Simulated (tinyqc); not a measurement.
Leakage currents through a thin dielectric. Inputs raised by 10 %, one at a time. Computed by tinyqc, a small Python program. Command: `OMP_NUM_THREADS=1 python tinyqc.py 3014897 3014898 out.jsonl leak sens`. One thread of a shared host (Intel(R) Xeon(R) Processor @ 2.30GHz), about 0.09 s of CPU time with the checks.

Electrons leave an electrode with Fermi energy E_F above its band bottom; barriers are counted from the Fermi level, and both electrodes are alike.

Inputs (values chosen for the exercise, modelled on SiO2):
```
quantity                           value  unit
barrier height phi_B                   3    eV
tunnelling mass m                   0.37   m_0
static permittivity k               3.85     -
optical permittivity k_o            2.14     -
trap depth phi_t                     1.7    eV
Poole-Frenkel prefactor sigma_0  4.7e-07  S/cm
thickness t                          1.5    nm
electrode Fermi energy E_F          0.28    eV
electrode mass m_e                     1   m_0
voltage V                           0.33     V
temperature T                        358     K
```

Stack: single layer.

Constants: m_0 = 9.1093837015e-31 kg; e = 1.602176634e-19 C; hbar = 1.054571817e-34 J s; k_B = 8.617333262e-05 eV/K; k_B = 1.380649e-23 J/K; eps_0 = 8.8541878128e-12 F/m; h = 6.62607015e-34 J s.

Method:
- Field F = V/t; equivalent oxide thickness 3.9 t/k.
- WKB: a layer of mass m, field F and barrier b(x) = b_0 - e F x gives the exponent (4 sqrt(2 m)/(3 hbar e F)) [b_0^(3/2) - max(b_0 - e F t, 0)^(3/2)] for b_0 > 0; b_0 = barrier - (E - E_F); the transmission is D(E) = exp(-sum of exponents), without image force.
- Tsu-Esaki: J = (e m_e k_B T/(2 pi^2 hbar^3)) int D(E) ln[(1 + exp((E_F - E)/k_B T))/(1 + exp((E_F - eV - E)/k_B T))] dE over the normal energy E (its change with the mass at an interface is neglected) from max(0, E_F - 3 eV) to E_F + largest barrier, by 100 Gauss-Legendre points in each part, split at E_F - 0.3 eV (if inside the range) and E_F + 8 k_B T.
- The mean energy weights E - E_F by the integrand.
- Schottky emission J = A T^2 exp(-(phi_B - sqrt(e^3 F/(4 pi k_o eps_0)))/k_B T), A = 4 pi e m k_B^2/h^3 with the tunnelling mass; Poole-Frenkel J = sigma_0 F exp(-(phi_t - sqrt(e^3 F/(pi k_o eps_0)))/k_B T); both use the field F of the dielectric.

Runs; columns: (1) input moved; (2) from; (3) to; (4) tunnel current density (A/cm^2); (5) Poole-Frenkel current density (A/cm^2); (6) transmission D(E_F); (7) equivalent oxide thickness (nm):
```
(1)                         (2)    (3)     (4)         (5)         (6)     (7)
base run                      -      -  60.140  8.2293e-14  1.4610e-07  1.5195
barrier height phi_B (eV)     3    3.3  27.266  8.2293e-14  6.4850e-08  1.5195
static permittivity k      3.85  4.235  60.140  8.2293e-14  1.4610e-07  1.3813
optical permittivity k_o   2.14  2.354  60.140  2.5777e-14  1.4610e-07  1.5195
trap depth phi_t (eV)       1.7   1.87  60.140  3.3279e-16  1.4610e-07  1.5195
thickness t (nm)            1.5   1.65  11.924  2.3434e-14  3.0278e-08  1.6714
voltage V (V)              0.33  0.363  63.059  3.0584e-13  1.5304e-07  1.5195
temperature T (K)           358  393.8  60.845  1.2770e-12  1.4610e-07  1.5195
```

Exponents ln(y'/y) / ln(x'/x):
```
input                     tunnel current density  Poole-Frenkel current density  transmission D(E_F)  equivalent oxide thickness
barrier height phi_B                      -8.300                          0.000               -8.522                           0
static permittivity k                      0.000                          0.000                0.000                          -1
optical permittivity k_o                   0.000                        -12.179                0.000                           0
trap depth phi_t                           0.000                        -57.817                0.000                           0
thickness t                              -16.977                        -13.179              -16.513                           1
voltage V                                  0.497                         13.774                0.486                           0
temperature T                              0.122                         28.769                0.000                           0
```

Among the inputs moved here: tunnel current density answers most in size to thickness t (exponent -16.977), next to barrier height phi_B (-8.300); its exponent is below 0.0005 for static permittivity k, optical permittivity k_o, trap depth phi_t. Poole-Frenkel current density answers most in size to trap depth phi_t (exponent -57.817), next to temperature T (+28.769); its exponent is below 0.0005 for barrier height phi_B, static permittivity k. Transmission D(E_F) answers most in size to thickness t (exponent -16.513), next to barrier height phi_B (-8.522); its exponent is below 0.0005 for static permittivity k, optical permittivity k_o, trap depth phi_t, temperature T. equivalent oxide thickness answers most in size to static permittivity k (exponent -1.000), and about equally to thickness t (+1.000); its exponent is below 0.0005 for barrier height phi_B, optical permittivity k_o, trap depth phi_t, voltage V, temperature T.

Caution (rows trap depth phi_t): so small a Poole-Frenkel current cannot be measured, and its value is formal.
